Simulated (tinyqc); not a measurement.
# Threshold of a short bulk MOSFET: charge sharing, barrier lowering, narrow width: two studies

n-channel device on a p-type body, depletion approximation, full ionisation. Uniform doping N = Na. Vbi from Boltzmann statistics is rough for the degenerate source. Cox = eps0 eox/tox.

Parameters, values chosen for the exercise; band and dielectric values close to those of silicon:
- T = 350 K (temperature)
- Eg = 1.14 eV (band gap)
- eps_r = 11.7 (relative permittivity)
- Nc = 3.5e19 cm^-3 (conduction-band density of states at T)
- Nv = 3.39e19 cm^-3 (valence-band density of states at T)
- eox = 9.21 (relative permittivity of the gate insulator (close to aluminium oxide))
- tox = 17 nm (insulator thickness)
- Na = 8.3e16 cm^-3 (channel doping)
- Nsd = 1e20 cm^-3 (source and drain doping)
- Vfb = -0.99 V (flat-band voltage for the doping Na)
- xj = 120 nm (junction depth)
- Vbs = -0.5 V (body-source voltage)
- Vds = 1.2 V (drain-source voltage)
- W = 560 nm (gate width)
- xw = 1.5708 (shape factor of the fringing depletion at the width edges)
- L = 530 nm (channel length)

Constants: q = 1.602176634e-19 C, kB = 1.380649e-23 J/K, Vt = kB T/q, eps0 = 8.8541878128e-14 F/cm where lengths are in cm. Results are converted to the units shown.

Each table varies one quantity; the others keep the values above.

## Threshold roll-off against channel length

ni = sqrt(Nc Nv) exp(-Eg/(2 Vt)), Eg in volts; 2 pB = 2 Vt ln(N/ni); flat band Vfb - Vt ln(N/Na); Wd = sqrt(2 eps0 eps_r (2 pB - Vbs)/(q N)); body term q N Wd/Cox; long-channel VT0 = flat band + 2 pB + body term; Vbi = Vt ln(N Nsd/ni^2); scale length l = sqrt((eps_r/eox) tox Wd). Charge sharing (trapezoid; it ignores Vds): F = (xj/L)(sqrt(1 + 2 Wd/xj) - 1), lowering = body term times F. Barrier lowering: th = exp(-L/(2 l)) + 2 exp(-L/l), lowering = th [2 (Vbi - 2 pB) + Vds], DIBL = th. Narrow width: rise = body term times xw Wd/W. VT by each model = VT0 - lowering + rise. DIBL under 0.001 mV/V is printed as 0.

The same in every row: N (cm^-3) = 8.300e16; VT0 (V) = 0.1773.

Results:
```
L (nm),L/l,F,DIBL (mV/V),"VT, charge sharing (V)","VT, barrier lowering (V)"
180,3.262,0.5536,272.4,0.1155,-0.1115
250,4.530,0.3986,125.4,0.1761,0.1278
370,6.705,0.2693,37.45,0.2267,0.2710
760,13.77,0.1311,1.024,0.2807,0.3303
1100,19.93,0.09059,0.04696,0.2965,0.3319
1600,28.99,0.06228,0,0.3076,0.3319
2300,41.68,0.04332,0,0.3150,0.3319
3300,59.80,0.03020,0,0.3201,0.3319
```

Estimate the missing row, L = 530 nm.

Computed row:
```
L (nm),L/l,F,DIBL (mV/V),"VT, charge sharing (V)","VT, barrier lowering (V)"
530,9.604,0.1880,8.348,0.2584,0.3183
```

With this row back in the table: VT by barrier lowering rises from -0.112 to 0.332 V and VT by charge sharing rises from 0.116 to 0.320 V. DIBL is under 100 mV/V from L = 370 nm on among the rows (th = 0.1 at L/l = 4.92). For L = 180 F exceeds 0.5: the shares of source and drain overlap, and the trapezoid formula no longer holds. For L = 180 DIBL exceeds 250 mV/V, where the barrier formula is rough.

## Effect of the body-source voltage

Same model as above.

The same in every row: N (cm^-3) = 8.300e16.

Effect of the body-source voltage:
```
Vbs (V),VT0 (V),L/l,F,DIBL (mV/V),"VT, charge sharing (V)","VT, barrier lowering (V)"
0,0.09126,10.87,0.1547,4.388,0.1382,0.1782
-0.3,0.1454,10.02,0.1760,6.753,0.2126,0.2648
-0.6,0.1923,9.425,0.1936,9.146,0.2805,0.3442
-0.9,0.2344,8.971,0.2087,11.52,0.3440,0.4187
-1.2,0.2728,8.609,0.2221,13.87,0.4042,0.4897
```

What does the table show?

As Vbs goes from 0 to -1.2, VT0 rises from 0.0913 to 0.273 V, DIBL rises from 4.39 to 13.9 mV/V, F rises from 0.155 to 0.222 and VT by barrier lowering rises from 0.178 to 0.490 V. The apparent body effect -dVT/dVbs between the first two rows is 0.289 by barrier lowering and 0.248 by charge sharing, against 0.180 for a long device.

Computed by the program tinyqc: `OMP_NUM_THREADS=1 python tinyqc.py 2002005 2002006 out.jsonl`, one thread of a shared Intel Xeon 2.30GHz, about 0.01 s for the whole run.
